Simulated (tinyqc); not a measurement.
# Changing the mobility mu

Model: current of a Schottky diode by thermionic-emission-diffusion theory, and its read-back from I-V-T and C-V data. Computed by tinyqc, a small Python program. Command: `OMP_NUM_THREADS=1 python tinyqc.py 3026133 3026134 out.jsonl schottky sweep`. One thread of a shared host (Intel(R) Xeon(R) Processor @ 2.30GHz), about 0.01 s of CPU time with the checks.

Full ionisation, no tunnelling, no recombination current. V is the voltage across the junction itself, forward positive.

Inputs (values chosen for the exercise, modelled on n-type 4H-SiC):

| quantity | value | unit |
|---|---|---|
| Richardson constant A* | 145 | A/(cm^2 K^2) |
| effective density of states at 300 K, N_c | 1.7e+19 | 1/cm^3 |
| permittivity eps | 9.7 | - |
| barrier without image force phi_0 (mean) | 1.35 | eV |
| doping N | 3e+15 | 1/cm^3 |
| series resistance R_s | 1.3 | milliohm cm^2 |
| junction voltage V | 0.4 | V |
| temperature T | 300 | K |
| standard deviation sigma | 39 | meV |
| relative change of sigma^2 with bias, rho | 0.46 | 1/V |

Barrier: Gaussian spread of heights.

Constants: k_B = 8.617333262e-05 eV/K; e = 1.602176634e-19 C; eps_0 = 8.8541878128e-12 F/m.

Method:
- N_c(T) = N_c (T/300 K)^(3/2); V_bi = phi_0 - (k_B T/e) ln(N_c(T)/N); surface field F = sqrt(2 e N (V_bi - V - k_B T/e)/(eps eps_0)); image lowering d_phi = sqrt(e F/(4 pi eps eps_0)); effective barrier phi = phi_0 - d_phi - sigma^2 (1 - rho V)/(2 k_B T).
- Collection velocity v_R = A* T^2/(e N_c(T)); diffusion velocity v_D = mu F; J = e N_c(T) v_R/(1 + v_R/v_D) exp(-phi/k_B T) [exp(e V/k_B T) - 1].
- Terminal voltage V + J R_s.
- Ideality n = (e/k_B T)/(d ln J/dV) by a central difference of +/- 1 mV; J_0 = J exp(-e V/(n k_B T)); apparent barrier phi_IV = k_B T ln(A* T^2/J_0); a C-V plot gives phi_CV = phi_0, the mean without lowering.

One run for each value:

| mobility mu (cm^2/(V s)) | current density J (A/cm^2) | apparent barrier phi_IV (eV) | ideality factor n | v_D (cm/s) |
|---|---|---|---|---|
| 0.5 | 2.3260e-11 | 1.4409 | 1.0408 | 1.4003e+04 |
| 1.6 | 7.3957e-11 | 1.4110 | 1.0407 | 4.4809e+04 |
| 5 | 2.2665e-10 | 1.3822 | 1.0403 | 1.4003e+05 |
| 16 | 6.8264e-10 | 1.3541 | 1.0392 | 4.4809e+05 |
| 50 | 1.8052e-09 | 1.3300 | 1.0364 | 1.4003e+06 |
| 160 | 3.8574e-09 | 1.3123 | 1.0313 | 4.4809e+06 |
| 500 | 5.9470e-09 | 1.3030 | 1.0262 | 1.4003e+07 |
| 1600 | 7.2109e-09 | 1.2992 | 1.0231 | 4.4809e+07 |
| 5000 | 7.7178e-09 | 1.2979 | 1.0219 | 1.4003e+08 |

Over the rows, current density J (A/cm^2) rises from 2.33e-11 to 7.72e-9 (exponent d ln y / d ln x 0.99 between the first rows and 0.060 between the last); apparent barrier phi_IV (eV) falls from 1.44 to 1.30 (exponent d ln y / d ln x -0.018 between the first rows and -8.7e-4 between the last); ideality factor n falls from 1.041 to 1.022 (exponent d ln y / d ln x -1.0e-4 between the first rows and -0.0011 between the last). At the low end the exponent of current density J is 0.99, close to 1: diffusion limits. Reading a diffusion-limited diode with the thermionic formula overstates the barrier by k_B T ln(1 + v_R/v_D).
